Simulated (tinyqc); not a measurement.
## Deep-level transient spectroscopy: amplitude against reverse bias

Schottky contact on an n-type layer with shallow donors Nd (all ionised) and a donor-like deep trap, neutral when filled and positive when empty; depletion approximation. Traps within lam of the depletion edge stay filled. A long pulse to Vp fills the traps beyond x1 = Wp - lam; back at Vr those between x1 and x2 = Wr - lam emit. A rate window reads S = C(t2) - C(t1).

lam = sqrt(2 eps0 eps_r (EF - ET)/(q Nd)), EF - ET = Et - (kB T/q) ln(Nc(T)/Nd), Nc(T) = Nc (T/300 K)^1.5. In the steady state at the band bending V, 2 eps0 eps_r V/q = Nd W^2 + Nt (W - lam)^2 (the second term only if W > lam). W(t)^2 = Wr^2 + (Nt/Nd)(x2^2 - x1^2) exp(-en t), C = eps0 eps_r/W; for small Nt, dC/C = -(Nt/2 Nd) G exp(-en t) with G = (x2^2 - x1^2)/Wr^2. Listed at t = 0.

Values chosen for this exercise; material values close to those of 4H silicon carbide:
```
symbol    value   unit                                      meaning
eps_r      9.58                               relative permittivity
Nc      1.73e19  cm^-3   conduction-band density of states at 300 K
Nd       8.7e15  cm^-3                        shallow donor density
Vbi        1.27      V                             built-in voltage
Et         0.11     eV  depth of the trap below the conduction edge
Nt       1.2e15  cm^-3                                 trap density
Vp            0      V        reverse bias during the filling pulse
T            82      K                 temperature of the transient
```

Constants: q = 1.602176634e-19 C, kB = 1.380649e-23 J/K, eps0 = 8.8541878128e-14 F/cm where lengths are in cm. Results are converted to the units shown.

Result of one run:
```
Wr (nm)       G  dC(0)/C (%)  2 Nd |dC|/C (cm^-3)
1416     0.8330       -5.293             9.210e14
```

Which reverse bias Vr gave this result: 3.3, 8.9, 11.6, 14.4 or 17.2 V?

Vr = 17.2 V.

The whole series:
```
Vr (V)  Wr (nm)       G  dC(0)/C (%)  2 Nd |dC|/C (cm^-3)
0.5       445.2  0.2151       -1.451             2.525e14
3.3       709.7  0.5941       -3.861             6.719e14
6.1       898.5  0.7036       -4.525             7.874e14
8.9        1054  0.7586       -4.854             8.446e14
11.6       1184  0.7917       -5.050             8.787e14
14.4       1305  0.8155       -5.190             9.031e14
17.2       1416  0.8330       -5.293             9.210e14
20         1519  0.8466       -5.373             9.348e14
```

G rises from 0.215 to 0.847, since lam = 92.4 nm and x1 weigh less in a wider layer. The simple estimate 2 Nd |dC|/C reaches 21.0 % of the true Nt in the first row and 77.9 % in the last. That is below G (84.7 %), since with Nt/Nd = 0.14 dC/C is no longer linear in Nt. In every row T is below 110 K, where shallow donors begin to freeze out; the model keeps them ionised.

Range of the model: With Nt above a tenth of Nd the edge x2 moves during the transient, which this model holds fixed, and the transient is not a plain exponential.

tinyqc, about 0.01 s, one thread, Intel Xeon 2.30GHz (shared host): `OMP_NUM_THREADS=1 python tinyqc.py 2050137 2050138 out.jsonl`
